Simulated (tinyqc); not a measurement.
A ladder of methods, and size consistency: correlation methods against full CI in the sto-6g basis, for H2, spin multiplicity 1. Computed by the program tinyqc with PySCF. 

Geometry (angstrom):
```
atom       x       y       z
H     0.0000  0.0000  0.0000
H     0.0000  0.0000  0.6490
```

RHF energy of one = -1.121810 hartree

All electrons correlated; +Q is the Davidson correction (1 - c0^2) E_corr. The last columns treat two copies 100 angstrom apart as one system. FCI is the lowest singlet.

Correlation energies (hartree):
```
method   E_corr of one  share of FCI (%)  E_corr of two at 100 angstrom  two minus twice one (mhartree)
MP2          -0.011186           66.1480                      -0.022372                          0.0000
CISD         -0.016911          100.0000                      -0.033520                          0.3020
CISD+Q       -0.017065          100.9091                      -0.034113                          0.0161
CCSD         -0.016911          100.0000                      -0.033822                          0.0000
CCSD(T)      -0.016911          100.0000                      -0.033822                          0.0000
FCI          -0.016911          100.0000                              -                               -
```

MP2 recovers 66 %, CISD 100.0 % and CCSD 100.0 % of the FCI value (c0^2 = 0.991 in CISD). MP2 and coupled cluster are size consistent, so their last column vanishes; CISD loses 0.30 mhartree, since a double excitation on each copy is a quadruple of the pair, and the Davidson correction leaves +0.02. With two electrons, or one virtual orbital, CISD and CCSD are exact for one copy, so +Q overshoots there.
